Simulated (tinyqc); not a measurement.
Solid solubility of a dopant against its melt (retrograde solidus), clustering and the electrically active fraction: one step, computed by the program tinyqc. Command: `OMP_NUM_THREADS=1 python tinyqc.py 3016249 3016250 out.jsonl retro walk`. One thread of a shared host (Intel(R) Xeon(R) Processor @ 2.30GHz), about 0.01 s of CPU time with the checks.

Question. Liquidus and solidus at T. x_l and x_s are atom fractions of the dopant in melt and solid; the solid is dilute. Liquidus of the host: R T ln(1 - x_l) + L x_l^2 = -H_f (1 - T/T_m). Distribution: k = x_s/x_l = exp[L (1 - x_l)^2/(R T)] exp(S/k_B - H/(k_B T)), the first factor being the activity coefficient in the melt. Solubility = x_s N0; at T_m x_l = 0.

Inputs (values chosen for the exercise, for a model dopant):
```
quantity                                   value    unit
melting point of the host T_m               1687       K
heat of melting of the host H_f             50.2  kJ/mol
interaction L of the melt                    -17  kJ/mol
enthalpy of transfer from melt to solid H   1.72      eV
entropy of transfer S                       0.85     k_B
site density N0                            5e+22  1/cm^3
temperature T                               1150       K
```

Constants: R = 8.314462618 J/(mol K); k_B = 8.617333262e-05 eV/K.

Give: x_l; distribution coefficient k; x_s; solubility; k at the melting point.

Answer.

x_l = 0.62416

distribution coefficient k = 5.2762e-08

x_s = 3.2932e-08

solubility = 1.6466e+15 1/cm^3

k at the melting point = 5.0632e-06

k has changed by a factor 0.010 from its value at T_m, while x_l has grown from 0 to 0.624.
